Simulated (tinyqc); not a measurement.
Frequency dispersion of an accumulation capacitance by border traps, distributed model: one step of the calculation.

Traps spread evenly through the insulator exchange electrons with the semiconductor by tunnelling, with tau(x) = t0 exp(2 ka x) at depth x from the interface. The admittance per area Y seen at depth x obeys dY/dx = -Y^2/(i w eps0 eox) + q Nb ln(1 + i w tau)/tau, with Y(0) = i w Cs and w = 2 pi f; the gate sees Y(tox) = G + i w C. Working variable y = Y/(i w), in uF/cm^2. Cox = eps0 eox/tox.

Question. Scales and lumped estimate. Cox; trap-free value 1/(1/Cox + 1/Cs); response depth d = ln(1/(w t0))/(2 ka), where w tau = 1; lumped estimate: all traps within d act as C_bt = q Nb d placed at d/2, so C = 1/{1/[1/(1/Cs + d/(2 eps0 eox)) + C_bt] + (tox - d/2)/(eps0 eox)}.

Inputs (values chosen for the exercise); permittivity close to that of silicon dioxide: relative permittivity of the insulator eox = 3.99; insulator thickness tox = 4 nm; semiconductor capacitance in accumulation Cs = 6.2 uF/cm^2; density of border traps Nb = 1.3e20 cm^-3 eV^-1; decay constant of the wave function in the insulator ka = 4.3 1/nm; time constant of a trap at the interface t0 = 1e-8 s; frequency f = 1e6 Hz.

Constants: q = 1.602176634e-19 C, eps0 = 8.8541878128e-14 F/cm where lengths are in cm. Results are converted to the units shown.

Give: Cox; trap-free C; d; C_bt; lumped C.

Answer.

Cox = 0.8832 uF/cm^2
trap-free C = 0.7731 uF/cm^2
d = 0.3218 nm
C_bt = 0.6702 uF/cm^2
lumped C = 0.7884 uF/cm^2

The traps within reach amount to 0.108 Cs and lie in the first 8.04 % of the insulator.

tinyqc, about 0.5 s, one thread, Intel Xeon 2.30GHz (shared host): `OMP_NUM_THREADS=1 python tinyqc.py 2202053 2202054 out.jsonl`
